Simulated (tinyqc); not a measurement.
Closing and inverting the gap: three-level Kane dispersion of a narrow-gap semiconductor.

Zero of energy at Gamma8, c = hbar^2/2m0, P^2 = Ep c. The free-electron term and remote bands are left out, so the heavy holes are flat at E = 0 and the other three bands obey E (E - Eg)(E + Dso) = P^2 k^2 (E + 2 Dso/3). The conduction band is the highest root; its edge is Ec = max(Eg, 0).

Constants: hbar^2/2m0 = 3.80998211 eV angstrom^2.

Values chosen for the exercise (out of a larger set: a narrow-gap II-VI alloy; not measured data):
- Dso = 1.03 eV (spin-orbit splitting)
- Ep = 18.3 eV (Kane energy)
- k = 0.021 1/angstrom (wave vector)

Eg is varied at fixed k, Dso and Ep. Edge mass: Eg (Eg + Dso)/(Ep (Eg + 2 Dso/3)) for Eg > 0, 3 |Eg|/(2 Ep) for Eg < 0. The Gamma6 weight of the conduction state is 1/(1 + P^2 k^2 [(2/3)/E^2 + (1/3)/(E + Dso)^2]).

Results:
```
Eg (eV)      m0*  highest root (eV)  middle (eV)  lowest (eV)  E - Ec (meV)  Gamma6 weight
-0.200   0.01639             0.0767      -0.2642      -1.0425          76.7          0.222
-0.100   0.00820             0.1047      -0.1936      -1.0411         104.7          0.348
-0.040   0.00328             0.1284      -0.1580      -1.0405         128.4          0.444
-0.010   0.00082             0.1425      -0.1424      -1.0401         142.5          0.496
0.010    0.00082             0.1528      -0.1329      -1.0399         142.8          0.530
0.040    0.00322             0.1695      -0.1198      -1.0397         129.5          0.581
0.100    0.00785             0.2072      -0.0981      -1.0392         107.2          0.674
0.200    0.01516             0.2808      -0.0724      -1.0384          80.8          0.790
```

What can be read from this table?

The edge mass vanishes with |Eg| from both sides, yet the kinetic energy at this k stays finite, at most 142.8 meV in the table; at Eg = 0 the two-level form, without the split-off band, gives the linear value sqrt(2/3) P k = 143.2 meV. The Gamma6 weight of the conduction state goes smoothly from 0.22 to 0.79 and is 0.50 and 0.53 in the two rows next to Eg = 0: at finite k nothing jumps at the inversion.

Run: tinyqc, `OMP_NUM_THREADS=1 python tinyqc.py 1050101 1050102 out.jsonl`; Intel(R) Xeon(R) Processor @ 2.30GHz, one thread, shared host; about 0.01 s of CPU time with all checks.
